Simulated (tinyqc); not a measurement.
Thinning the body: Gamma, L and X subbands of a thin body with non-parabolic valleys.

Hard walls, flat band, c = hbar^2/2m0, energies from the bulk Gamma edge. For a valley at angle theta to the normal 1/m_z = cos^2/ml + sin^2/mt and m_d = sqrt(ml mt^2/m_z). Subband n starts at E_v + e with e (1 + a e) = c (n pi/t)^2/m_z, and its density-of-states mass is taken as m_d (1 + 2 a e), without further growth at higher in-plane energy. Groups are named by valley and degeneracy.

n_i = g m/(2 pi c) kB T ln(1 + exp((EF - E_i)/kB T)), sum n_i = Ns (1e12/cm^2 = 1e-4/angstrom^2), c = hbar^2/2m0. Quantum capacitance Cq = 1602.176634 sum g m/(2 pi c) f_i in microfarad/cm^2 with f_i = 1/(1 + exp((E_i - EF)/kB T)); Cox = 34.5313/eot (one gate); C/Cox = Cq/(Cq + Cox), the centroid term left out.

Constants: hbar^2/2m0 = 3.80998211 eV angstrom^2; kB = 8.617333262e-05 eV/K.

Parameters, chosen for this exercise (near those of a thin GaAs channel; the results hold for these values, not for the real material): face = 100 (surface); mG = 0.0674 m0 (Gamma mass); aG = 0.57 1/eV (Gamma non-parabolicity); EL = 0.26 eV (L edge above Gamma); mL = (1.886, 0.076) m0 (L valleys (four, along <111>): ml, mt); EX = 0.42 eV (X edge above Gamma); mX = (1.289, 0.235) m0 (X valleys (three, along <100>): ml, mt); aS = 0.57 1/eV (non-parabolicity of L and X); Ns = 4.2 x 1e12/cm^2 (sheet density); T = 300 K (temperature); eot = 10 angstrom (equivalent oxide thickness); ts = (20, 26, 34, 45, 60, 85, 130) angstrom (thicknesses).

Lowest edge of each valley type, the lowest group, the Gamma share and C/Cox, with n = 1 to 8 of all groups.

Results:
```
t (angstrom)  Gamma (eV)  L (eV)  X (eV)  lowest  Gamma share (%)  C/Cox
20                 0.916   0.881   0.490      X1              0.0  0.795
26                 0.612   0.665   0.462      X1              0.3  0.804
34                 0.394   0.514   0.445      G1             43.7  0.840
45                 0.242   0.413   0.434      G1             79.9  0.757
60                 0.143   0.349   0.428      G1             89.5  0.695
85                 0.074   0.305   0.424      G1             94.0  0.664
130                0.032   0.280   0.422      G1             98.2  0.713
```

What can be read from this table?

From 130 down to 20 angstrom Gamma rises by 0.88 eV, L by 0.60 and X by 0.07 eV, the light Gamma mass moving most. The lowest group changes from G1 to X1 between 34 and 26 angstrom. The Gamma share goes from 98 % to 0 %. C/Cox is 0.71 and 0.79 at the ends and lies between 0.66 and 0.84. Hard walls overstate the rise in the thinnest rows.

(tinyqc, `OMP_NUM_THREADS=1 python tinyqc.py 1251310 1251311 out.jsonl`, Intel(R) Xeon(R) Processor @ 2.30GHz, 1 thread, shared host, about 0.06 s.)
